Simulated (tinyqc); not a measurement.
# Ballistic Schottky-barrier transistor with a two-dimensional channel, WKB contacts: several studies

Source Fermi level 0, drain Fermi level -Vd. Far from the contacts Ec = pn - psi, and the gate moves psi one to one; the band edges relax as exp(-x/lam) from pn at the source and pn - Vd at the drain; Ev = Ec - Eg. A carrier of energy w inside the channel band meets at a contact a barrier of height D (the contact edge beyond the channel edge): T = 1 for w >= D, else exp(-S), S = 4 lam sqrt(m/C) [sqrt(D - w) - sqrt(w) arctan sqrt((D - w)/w)], C = hbar^2/(2 m0). The two contacts combine as Ts Td/(Ts + Td - Ts Td).

Inputs (values chosen for the exercise); channel values close to those of a black phosphorus layer:
- T = 250 K (temperature)
- Eg = 0.805 eV (band gap)
- pn = 0.36 eV (barrier for electrons at both contacts)
- mn = 0.15 m0 (electron mass)
- mp = 0.15 m0 (hole mass)
- g = 1 (valleys or subbands)
- lam = 4.3 nm (screening length at the contacts)
- Vd = 0.5 V (drain bias)
- ps = 0.54 V (band shift psi of the channel by the gate)

Constants: q = 1.602176634e-19 C, kB = 1.380649e-23 J/K, hbar = 1.054571817e-34 J s, h = 6.62607015e-34 J s, m0 = 9.1093837015e-31 kg, Vt = kB T/q, hbar^2/(2 m0) = 0.0380998212 eV nm^2. Results are converted to the units shown.

Each table varies one quantity; the others keep the values above.

## Effect of the screening length

I/W = g (2 q^2/h) int T(w) [N(Es + w) - N(Ed + w)] dw with w the energy of motion along the channel, N(y) = (1/2 pi) sqrt(pi m kB T/C) Fm(-y/kB T), Fm(x) = (1/sqrt(pi)) int_0^infinity u^(-1/2)/(1 + exp(u - x)) du. Electrons: Ds = psi, Dd = psi - Vd, Es = Ec, Ed = Ec + Vd. Holes: Ds = -psi, Dd = Vd - psi, Es = -Ev, Ed = -Ev - Vd. The size of each current is taken; both flow from drain to source and add. The integrals are converged.

Effect of the screening length:
```
lam (nm)	current of the electrons (uA/um)	share over the barriers (%)	|d psi/d log10| of this current (mV/decade)
0.5	619.8	1.224e-6	260.7
1.6	52.17	1.454e-5	196.1
2.6	8.460	8.963e-5	163.3
3.7	1.526	4.969e-4	144.1
4.8	0.3467	0.002187	135.4
5.9	0.09628	0.007877	133.8
6.9	0.03524	0.02152	137.2
8	0.01370	0.05535	145.6
```

What does the table show?

The current falls from 620 to 0.0137 uA/um, while the share over the barriers rises from 1.22e-6 to 0.0553 %: the thermionic part does not depend on lam, and a thinner barrier adds tunnelling. The swing goes from 261 through a minimum of 134 (at lam = 5.9 nm among the rows listed) to 146 mV/decade.

## Ambipolar transfer curve

Same model as above.

Swing = d(psi)/d(log10 I).

Results:
```
ps (V)	electrons (uA/um)	holes (uA/um)	I (uA/um)	swing (mV/decade)
-0.36	4.194e-13	3.284	3.284	-246.3
-0.28	1.719e-11	1.430	1.430	-199.2
-0.2	7.048e-10	0.5049	0.5049	-157.5
-0.12	2.889e-8	0.1339	0.1339	-122.9
-0.04	1.184e-6	0.02484	0.02484	-98.86
0.12	7.907e-5	4.582e-4	5.373e-4	-126.2
0.2	3.870e-4	6.761e-5	4.546e-4	161.1
0.27	0.001763	1.413e-5	0.001777	104.1
0.35	0.01133	2.724e-6	0.01133	96.49
0.43	0.07511	6.070e-7	0.07511	101.4
0.51	0.3919	9.220e-8	0.3919	125.4
```

Estimate the missing row, ps = 0.04 V.

Computed row:
```
ps (V)	electrons (uA/um)	holes (uA/um)	I (uA/um)	swing (mV/decade)
0.04	1.814e-5	0.003439	0.003457	-91.19
```

With this row back in the table: I goes from 3.28 through a minimum of 4.55e-4 (at ps = 0.2 V among the rows listed) to 0.392 uA/um; the exact minimum lies at psi = 0.164 V. Holes carry the left branch and electrons the right. The ratio of the last row to the smallest is 862 and of the first row 7220, with barriers of 0.36 eV for electrons and 0.445 eV for holes. The steepest swing among the rows is 91.2 mV/decade, against the thermionic limit 49.6.

## Effect of the drain bias on the off state

Same model as above.

For each Vd, psi is set to the minimum of I.

Effect of the drain bias on the off state:
```
Vd (V)	psi at the minimum (V)	smallest I (uA/um)
0.05	-0.059	1.55e-6
0.16	-0.025	7.86e-6
0.27	0.037	3.22e-5
0.39	0.105	1.08e-4
0.5	0.164	3.43e-4
0.61	0.223	0.00117
0.72	0.281	0.00427
```

The smallest current rises from 1.55e-6 to 0.00427 uA/um, 5.10 decades a volt between the last two rows, and the minimum moves by 0.51 V a volt over the table: a larger Vd lets holes enter from the drain while electrons still enter from the source.

Range of the model: No scattering, image-force lowering, channel charge or band-to-band tunnelling; parabolic kappa overstates S deep in the gap.

Numbers from tinyqc (`OMP_NUM_THREADS=1 python tinyqc.py 2390148 2390149 out.jsonl`; about 0.9 s on one thread of a shared Intel Xeon 2.30GHz).
